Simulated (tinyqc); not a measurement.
# Worked calculation: a barrier in a uniform field, exact transmission by Airy functions

tinyqc, about 0.01 s, one thread, Intel Xeon 2.30GHz (shared host): `OMP_NUM_THREADS=1 python tinyqc.py 2580039 2580040 out.jsonl` Printed values are rounded.

The left lead has its band edge at 0, the barrier edge falls as U(x) = U0 - F x with F = V/d for 0 < x < d, and the right lead has its edge at -V. No transverse momentum; C = hbar^2/(2 m0); psi and psi'/m are continuous. M carries (psi, psi'/m) across the barrier.

Values chosen for this exercise; masses and offsets close to those of GaAs wells and AlGaAs barriers; the mass of the right lead is set freely:
- mL = 0.068 m0 (mass in the left lead)
- U0 = 0.25 eV (barrier edge at x = 0)
- m1 = 0.091 m0 (mass in the barrier)
- E = 0.034 eV (electron energy)
- d = 7.2 nm (barrier width)
- V = 0.08 V (voltage across the barrier)
- mR = 0.059 m0 (mass in the right lead)

Constants: q = 1.602176634e-19 C, hbar = 1.054571817e-34 J s, m0 = 9.1093837015e-31 kg, hbar^2/(2 m0) = 0.0380998212 eV nm^2. Results are converted to the units shown.

## Scaled variables

Energy scale e = (C F^2/m1)^(1/3), z(x) = (U(x) - E)/e, s = (dz/dx)/m1 = -F/(e m1); v = k/m in a lead. vL = sqrt(mL E/C)/mL, vR = sqrt(mR (E + V)/C)/mR.

F = 0.01111111 V/nm
e = 0.03725051 eV
z1 = 5.798579
z2 = 3.650957
s = -3.277811 1/nm
vL = 3.622626 1/nm
vR = 7.121393 1/nm

Both z are positive: the whole barrier is forbidden.

## Airy functions at the edges

Ai and Bi solve y'' = z y, with Wronskian Ai Bi' - Ai' Bi = 1/pi.

Airy functions:
```
             Ai           Ai'        Bi       Bi'
z1  1.635859e-5  -4.006853e-5  4043.600  9553.926
z2  0.001923590  -0.003797356  43.45483  79.69289
```

## Transfer matrix

With a = Ai, a' = Ai', b = Bi, b' = Bi' at z1 (left edge) and z2 (right edge): M11 = pi (a2 b1' - b2 a1'), M12 = (pi/s)(b2 a1 - a2 b1), M21 = pi s (a2' b1' - b2' a1'), M22 = pi (b2' a1 - a2' b1).

M (M12 in nm, M21 in 1/nm):
```
          1         2
1  57.74114  7.454301
2  373.5586  48.24321
```

## Transmission, exact and WKB

With M acting on (psi, psi'/m) and v = k/m in each lead, T(E) = 4 vL vR/[(vL vR M12 - M21)^2 + (vR M11 + vL M22)^2]. WKB: exp(-S), S = (4/(3 F)) sqrt(m1/C) [max(U0 - E, 0)^1.5 - max(U0 - F d - E, 0)^1.5].

T(E) = 2.742977e-4
S = 9.316078
exp(-S) = 8.996609e-5
ratio T(E)/exp(-S) = 3.048901

The exact value is 3.05 times the WKB one.
